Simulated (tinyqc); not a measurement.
Worked calculation: empirical pseudopotential in a few plane waves. One step of it, computed by the program tinyqc.

Task: Bloch Hamiltonian at G. Basis: the 15 shortest G (labels in 2 pi/a), the same at every k. H(G,G') = c |k + G|^2 delta + VS(|G-G'|^2) cos((G-G').tau) + i VA sin((G-G').tau), tau = a/8 (1,1,1); 1 Ry = 13.605693 eV.

Parameters chosen for this model: fcc lattice, atoms at +/- a/8 (1,1,1); form factors in rydberg at |G|^2 in units of (2 pi/a)^2:
```
parameter                 value      unit
a                      5.520000  angstrom
VS(3)                 -0.194000        Ry
VS(8)                  0.049000        Ry
VS(11)                 0.080000        Ry
VA(3)                         0        Ry
VA(4)                         0        Ry
VA(11)                        0        Ry
hbar^2/2m (2 pi/a)^2   4.936334        eV
```

k point G (2 pi / a): [0, 0, 0]

Give: H(k) at G.

Result:

H(k) at G (eV):
```
         +0+0+0   -1-1-1   -1-1+1   -1+1-1   -1+1+1   +1-1-1   +1-1+1   +1+1-1
+0+0+0   0.0000   1.8664  -1.8664  -1.8664  -1.8664  -1.8664  -1.8664  -1.8664
-1-1-1   1.8664  14.8090   0.0000   0.0000  -0.6667   0.0000  -0.6667  -0.6667
-1-1+1  -1.8664   0.0000  14.8090   0.6667   0.0000   0.6667   0.0000   0.0000
-1+1-1  -1.8664   0.0000   0.6667  14.8090   0.0000   0.6667   0.0000   0.0000
-1+1+1  -1.8664  -0.6667   0.0000   0.0000  14.8090   0.0000   0.6667   0.6667
+1-1-1  -1.8664   0.0000   0.6667   0.6667   0.0000  14.8090   0.0000   0.0000
+1-1+1  -1.8664  -0.6667   0.0000   0.0000   0.6667   0.0000  14.8090   0.6667
+1+1-1  -1.8664  -0.6667   0.0000   0.0000   0.6667   0.0000   0.6667  14.8090
+1+1+1   1.8664   0.0000  -0.6667  -0.6667   0.0000  -0.6667   0.0000   0.0000
-2+0+0   0.0000  -1.8664  -1.8664  -1.8664   1.8664   0.7697  -0.7697  -0.7697
+0-2+0   0.0000  -1.8664  -1.8664   0.7697  -0.7697  -1.8664   1.8664  -0.7697
+0+0-2   0.0000  -1.8664   0.7697  -1.8664  -0.7697  -1.8664  -0.7697   1.8664
+0+0+2   0.0000  -0.7697   1.8664  -0.7697  -1.8664  -0.7697  -1.8664   0.7697
+0+2+0   0.0000  -0.7697  -0.7697   1.8664  -1.8664  -0.7697   0.7697  -1.8664
+2+0+0   0.0000  -0.7697  -0.7697  -0.7697   0.7697   1.8664  -1.8664  -1.8664

         +1+1+1   -2+0+0   +0-2+0   +0+0-2   +0+0+2   +0+2+0   +2+0+0
+0+0+0   1.8664   0.0000   0.0000   0.0000   0.0000   0.0000   0.0000
-1-1-1   0.0000  -1.8664  -1.8664  -1.8664  -0.7697  -0.7697  -0.7697
-1-1+1  -0.6667  -1.8664  -1.8664   0.7697   1.8664  -0.7697  -0.7697
-1+1-1  -0.6667  -1.8664   0.7697  -1.8664  -0.7697   1.8664  -0.7697
-1+1+1   0.0000   1.8664  -0.7697  -0.7697  -1.8664  -1.8664   0.7697
+1-1-1  -0.6667   0.7697  -1.8664  -1.8664  -0.7697  -0.7697   1.8664
+1-1+1   0.0000  -0.7697   1.8664  -0.7697  -1.8664   0.7697  -1.8664
+1+1-1   0.0000  -0.7697  -0.7697   1.8664   0.7697  -1.8664  -1.8664
+1+1+1  14.8090  -0.7697  -0.7697  -0.7697  -1.8664  -1.8664  -1.8664
-2+0+0  -0.7697  19.7453   0.6667   0.6667  -0.6667  -0.6667   0.0000
+0-2+0  -0.7697   0.6667  19.7453   0.6667  -0.6667   0.0000  -0.6667
+0+0-2  -0.7697   0.6667   0.6667  19.7453   0.0000  -0.6667  -0.6667
+0+0+2  -1.8664  -0.6667  -0.6667   0.0000  19.7453   0.6667   0.6667
+0+2+0  -1.8664  -0.6667   0.0000  -0.6667   0.6667  19.7453   0.6667
+2+0+0  -1.8664   0.0000  -0.6667  -0.6667   0.6667   0.6667  19.7453
```
